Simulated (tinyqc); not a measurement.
Inside a calculation. Model: thin-film transistor with exponential tail and deep states, accumulation layer.

Program tinyqc, `OMP_NUM_THREADS=1 python tinyqc.py 2610021 2610022 out.jsonl`; Intel Xeon 2.30GHz, shared host, one thread, about 0.02 s. Printed values are rounded.

An undoped film in accumulation, thicker than the space-charge layer. With band bending psi the Fermi level lies E0 - psi below the band edge. Free electrons n = n0 exp(psi/Vt) carry the current; electrons in two exponential distributions of traps, a = a0 exp(psi/Va) and d = d0 exp(psi/Vp), do not. Linear regime, ohmic contacts, traps in equilibrium.

Parameters, values chosen for the exercise; values close to those of amorphous indium gallium zinc oxide:
- T = 250 K (temperature)
- eps_r = 10 (relative permittivity of the semiconductor)
- Nc = 4.5e18 cm^-3 (density of extended states)
- mb = 20 cm^2/(V s) (band mobility)
- Nt = 4.4e18 cm^-3 (total density of tail states)
- Tt = 330 K (characteristic temperature of the tail)
- Nd = 7.9e16 cm^-3 (total density of deep states)
- Td = 1910 K (characteristic temperature of the deep states)
- E0 = 0.67 eV (bulk Fermi level below the band edge)
- Ci = 12 nF/cm^2 (gate capacitance)
- WL = 2 (ratio W/L)
- Vd = 0.05 V (drain voltage)
- Vg = 21 V (gate voltage above flat band)

Constants: q = 1.602176634e-19 C, kB = 1.380649e-23 J/K, Vt = kB T/q, eps0 = 8.8541878128e-14 F/cm where lengths are in cm. Results are converted to the units shown.

Range of the model: The Fermi level at the surface comes within 2 Vt of the band edge, where the exponential forms for free and trapped electrons fail. The th form assumes a Fermi level far below the band edge; at the surface it overcounts the filled tail by a factor of about 2.8.

## Bulk densities

Va = kB Tt/q, Vp = kB Td/q; n0 = Nc exp(-E0/Vt), a0 = Nt th(T/Tt) exp(-E0/Va), d0 = Nd th(T/Td) exp(-E0/Vp), th(x) = pi x/sin(pi x).

Va = 0.0284372 V
Vp = 0.164591 V
th(T/Tt) = 3.44887
n0 = 1.40154e5 cm^-3
a0 = 8.88900e8 cm^-3
d0 = 1.38693e15 cm^-3

## Iteration 1: surface potential by Newton steps

psi at the start = 0.67 V

Va = kB Tt/q, Vp = kB Td/q. G(psi) = sum over the three kinds of c0 [V (exp(psi/V) - 1) - psi], field F = sqrt(2 q G/(eps0 eps_r)); Vg = psi + eps0 eps_r F/Ci at the surface. f = psi + eps0 eps_r F/Ci - Vg, f' = 1 + q rho/(Ci F) with rho = sum c0 (exp(psi/V) - 1); psi(new) = psi - f/f'.

F = 442.358 kV/cm
f = 12.3093 V
f' = 597.253
psi after iteration 1 = 0.649390 V

## Iteration 2: surface potential by Newton steps

As before.

F = 304.957 kV/cm
f = 2.15060 V
f' = 401.625
psi after iteration 2 = 0.644035 V

## Course of the iteration: surface potential by Newton steps

Stop when psi changes by less than 1e-10 V, or after 30 iterations. psi must stay between 0 and 5 V.

Course of the iteration:

| iteration | psi (V) | \|change\| (V) |
|---|---|---|
| 1 | 0.649390 | 0.0206 |
| 2 | 0.644035 | 5.35e-3 |
| 3 | 0.643740 | 2.95e-4 |
| 4 | 0.643739 | 8.40e-7 |
| 5 | 0.643739 | 6.77e-12 |

Converged in 5 iterations. At the end the number of correct digits about doubles with each step.

## Free and total charge, current

psi_s = 0.643739 V

Va = kB Tt/q, Vp = kB Td/q. G(psi) = sum over the three kinds of c0 [V (exp(psi/V) - 1) - psi], field F = sqrt(2 q G/(eps0 eps_r)); Vg = psi + eps0 eps_r F/Ci at the surface. Total charge Q = Ci (Vg - psi_s); free charge Qf = q times the integral of n0 (exp(psi/Vt) - 1)/F over psi from 0 to psi_s; I = (W/L) mb Qf Vd; effective mobility mb Qf/Q.

surface densities (cm^-3): free 1.32991e18, tail 6.02665e18, deep 6.92857e16
Q = 244.275 nC/cm^2
Qf = 25.4876 nC/cm^2
effective mobility = 2.08680 cm^2/(V s)
I = 50.9753 nA

10.4 % of the induced charge is free, against 17.9 % of the electrons right at the surface.
